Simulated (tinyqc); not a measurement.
## p-n heterojunction, non-linear Poisson equation by Newton steps, Fermi-Dirac statistics: effect of the donor density of material 2

One dimension, material 1 (p-type) at x < 0 and material 2 (n-type) at x > 0. Band edges: Ec = -psi in material 1 and -psi + dEc in material 2, Ev = Ec - Eg. Flat quasi-Fermi levels: 0 for holes, +V for electrons. n = Nc F((EFn - Ec)/Vt), p = Nv F((Ev - EFp)/Vt), with F(eta) = F_1/2(eta) = (2/sqrt(pi)) int_0^infinity sqrt(u) du/(1 + exp(u - eta)) (Fermi-Dirac statistics); full ionisation, no interface charge, classical densities; the doping types are chosen for the exercise. The polarisation charge of real nitride interfaces, of order 1e13 cm^-2, is left out.

Exact first integral: on each side D^2/(2 eps0 er) = G, G = q [Vt (nI_j - nI_b) + Vt (pI_j - pI_b) - C (psi_j - psi_b)], with C = -N1 or +N2, b the neutral end of that side, and nI, pI the densities with F_1/2 replaced by F_3/2(eta) = (4/(3 sqrt(pi))) int_0^infinity u^(3/2) du/(1 + exp(u - eta)). D is continuous, so er1 G1(psi_j) = er2 G2(psi_j) fixes psi_j. Ends from Nv1 F((-psi_L - Eg1)/Vt) = N1 and Nc2 F((V + psi_R - dEc)/Vt) = N2. D is counted positive when psi rises towards material 2. Depletion (Anderson) capacitance C^2 = q eps0 er1 er2 N1 N2/(2 (er1 N1 + er2 N2)(psi_R - psi_L)). -dD/dV is the change of the displacement at the interface with both quasi-Fermi levels flat; it is the terminal capacitance only while neither side holds an inversion layer. n_j and p_j are densities at the interface.

Values chosen for this exercise; band and dielectric values close to those of AlGaN and GaN:
```
symbol    value   unit                                          meaning
T           400      K                                      temperature
Eg1        3.94     eV                           band gap of material 1
er1        9.23                     relative permittivity of material 1
Nc1     4.63e18  cm^-3  conduction-band density of states of material 1
Nv1     9.27e19  cm^-3     valence-band density of states of material 1
Eg2        3.41     eV                           band gap of material 2
er2        9.63                     relative permittivity of material 2
Nc2     3.53e18  cm^-3  conduction-band density of states of material 2
Nv2     7.05e19  cm^-3     valence-band density of states of material 2
dEc       -0.38     eV                 conduction-band offset Ec2 - Ec1
N1       2.8e18  cm^-3                   acceptor density of material 1
V             0      V                    bias of side 1 against side 2
```

Constants: q = 1.602176634e-19 C, kB = 1.380649e-23 J/K, Vt = kB T/q, eps0 = 8.8541878128e-14 F/cm where lengths are in cm. Results are converted to the units shown.

Results:

| N2 (cm^-3) | psi_R - psi_L (V) | psi_j - psi_L (V) | psi_R - psi_j (V) | D/q (cm^-2) | n_j in 1 (cm^-3) | p_j in 2 (cm^-3) | -dD/dV (nF/cm^2) | depletion C (nF/cm^2) |
|---|---|---|---|---|---|---|---|---|
| 3.4e15 | 3.200 | 0.1142 | 3.086 | 1.519e12 | 9.504e-29 | 5.904e18 | 0.5808 | 8.513 |
| 7.9e15 | 3.229 | 0.1159 | 3.114 | 1.534e12 | 9.976e-29 | 5.632e18 | 1.381 | 12.91 |
| 1.9e16 | 3.260 | 0.1203 | 3.139 | 1.573e12 | 1.133e-28 | 4.975e18 | 3.526 | 19.88 |
| 4.4e16 | 3.289 | 0.1317 | 3.157 | 1.671e12 | 1.578e-28 | 3.596e18 | 9.404 | 29.99 |
| 2.4e17 | 3.348 | 0.3041 | 3.044 | 2.774e12 | 2.344e-26 | 2.465e16 | 67.15 | 67.04 |
| 5.7e17 | 3.379 | 0.6143 | 2.765 | 4.069e12 | 1.900e-22 | 3.041e12 | 98.52 | 97.49 |
| 1.3e18 | 3.410 | 1.124 | 2.286 | 5.578e12 | 5.033e-16 | 1.148e6 | 133.9 | 132.5 |

Estimate the missing row, N2 = 1e17 cm^-3.

Computed row:

| N2 (cm^-3) | psi_R - psi_L (V) | psi_j - psi_L (V) | psi_R - psi_j (V) | D/q (cm^-2) | n_j in 1 (cm^-3) | p_j in 2 (cm^-3) | -dD/dV (nF/cm^2) | depletion C (nF/cm^2) |
|---|---|---|---|---|---|---|---|---|
| 1e17 | 3.317 | 0.1672 | 3.150 | 1.948e12 | 4.422e-28 | 1.298e18 | 28.70 | 44.55 |

With this row back in the table: As N2 goes from 3.4e15 to 1.3e18, the total bending rises from 3.20 to 3.41 V and the sheet charge D/q rises from 1.52e12 to 5.58e12 cm^-2; the share of the bending in material 1 rises from 3.57 to 33.0 %. The capacitance departs most from the depletion formula at N2 = 3.4e15, where it is 93 % below it, and there the holes at the interface in material 2 outnumber its donors: an inversion layer has formed, which screens D from the bias.

Computed by the program tinyqc: `OMP_NUM_THREADS=1 python tinyqc.py 2040108 2040109 out.jsonl`, one thread of a shared Intel Xeon 2.30GHz, about 0.3 s for the whole run.
